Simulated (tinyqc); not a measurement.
# Inputs raised by 10 %, one at a time

Model: the 3-omega method: a line heater on a substrate with a thin film. Computed by tinyqc, a small Python program. Command: `OMP_NUM_THREADS=1 python tinyqc.py 3022319 3022320 out.jsonl threeomega sens`. One thread of a shared host (Intel(R) Xeon(R) Processor @ 2.30GHz), about 0.02 s of CPU time with the checks.

A current at angular frequency omega = 2 pi f heats the line at 2 omega with the amplitude P per length; the temperature swing Delta T at 2 omega gives a voltage at 3 omega. The substrate is taken as semi-infinite and isotropic, and the heat capacity of heater and film is left out.

Inputs (values chosen for the exercise, modelled on a low-k dielectric on silicon):

| quantity | value | unit |
|---|---|---|
| substrate conductivity kappa | 147 | W/(m K) |
| substrate heat capacity C | 1.67 | 1e6 J/(m^3 K) |
| heater half-width b | 6.7 | micrometre |
| power amplitude per length P | 11 | W/m |
| current frequency f | 740 | Hz |
| film thickness t | 200 | nm |
| film conductivity kappa_f | 0.34 | W/(m K) |
| interface resistance R_i | 22 | m^2 K/GW |
| substrate thickness d_s | 1000 | micrometre |
| temperature coefficient of resistance beta | 2.9 | 1e-3/K |
| voltage amplitude V_1 | 1.6 | V |

Method:
- D = kappa/C; q = sqrt(2 i omega/D); penetration depth 1/|q| = sqrt(D/(2 omega)).
- Delta T_s = (P/(pi kappa)) int_0^infinity (sin x/x)^2 / sqrt(x^2 + (q b)^2) dx with (q b)^2 = i |q b|^2, averaged over the heater width (12 Gauss-Legendre points on each of the pieces 0, 14 log-spaced edges from 1e-5 to 1, and multiples of pi to 40 pi; the tail adds 1/(4 (40 pi)^2)).
- For |q| b much below 1: Delta T_s = (P/(pi kappa)) [-ln(|q| b) + eta - i pi/4], eta = 3/2 - C_E = 0.92278, with Euler's C_E = 0.5772157.
- One-dimensional flow across the film: Delta T_f = P (t/kappa_f + R_i)/(2 b); total in-phase swing Delta T = Delta T_s + Delta T_f; third-harmonic amplitude V_3 = V_1 beta |Delta T|/2 with the out-of-phase part included; the apparent film conductivity is t/(t/kappa_f + R_i).

Runs:

| input moved | from | to | in-phase Delta T_s (K) | Delta T_f (K) | V_3 (mV) | apparent film conductivity (W/(m K)) |
|---|---|---|---|---|---|---|
| base run | - | - | 0.085725 | 0.50094 | 1.3617 | 0.32774 |
| substrate conductivity kappa (W/(m K)) | 147 | 161.7 | 0.078963 | 0.50094 | 1.3459 | 0.32774 |
| heater half-width b (micrometre) | 6.7 | 7.37 | 0.083458 | 0.45540 | 1.2509 | 0.32774 |
| power amplitude per length P (W/m) | 11 | 12.1 | 0.094298 | 0.55103 | 1.4979 | 0.32774 |
| current frequency f (Hz) | 740 | 814 | 0.084592 | 0.50094 | 1.3591 | 0.32774 |
| film thickness t (nm) | 200 | 220 | 0.085725 | 0.54923 | 1.4737 | 0.32882 |
| film conductivity kappa_f (W/(m K)) | 0.34 | 0.374 | 0.085725 | 0.45704 | 1.2600 | 0.35922 |
| interface resistance R_i (m^2 K/GW) | 22 | 24.2 | 0.085725 | 0.50275 | 1.3659 | 0.32657 |

Exponents ln(y'/y) / ln(x'/x):

| input | in-phase Delta T_s | Delta T_f | V_3 | apparent film conductivity |
|---|---|---|---|---|
| substrate conductivity kappa | -0.862 | 0.000 | -0.122 | 0.000 |
| heater half-width b | -0.281 | -1.000 | -0.891 | 0.000 |
| power amplitude per length P | 1.000 | 1.000 | 1.000 | 0.000 |
| current frequency f | -0.140 | 0.000 | -0.020 | 0.000 |
| film thickness t | 0.000 | 0.966 | 0.829 | 0.034 |
| film conductivity kappa_f | 0.000 | -0.962 | -0.815 | 0.962 |
| interface resistance R_i | 0.000 | 0.038 | 0.032 | -0.038 |

Among the inputs moved here: in-phase Delta T_s answers most in size to power amplitude per length P (exponent +1.000), next to substrate conductivity kappa (-0.862); its exponent is below 0.0005 for film thickness t, film conductivity kappa_f, interface resistance R_i. Delta T_f answers most in size to heater half-width b (exponent -1.000), and about equally to power amplitude per length P (+1.000); its exponent is below 0.0005 for substrate conductivity kappa, current frequency f. Its exponent -1.000 in heater half-width b: the flux is P/(2b). V_3 answers most in size to power amplitude per length P (exponent +1.000), next to heater half-width b (-0.891). Its exponent +1.000 in power amplitude per length P: at fixed V_1 the swing is linear in P. apparent film conductivity answers most in size to film conductivity kappa_f (exponent +0.962), next to interface resistance R_i (-0.038); its exponent is below 0.0005 for substrate conductivity kappa, heater half-width b, power amplitude per length P, current frequency f.
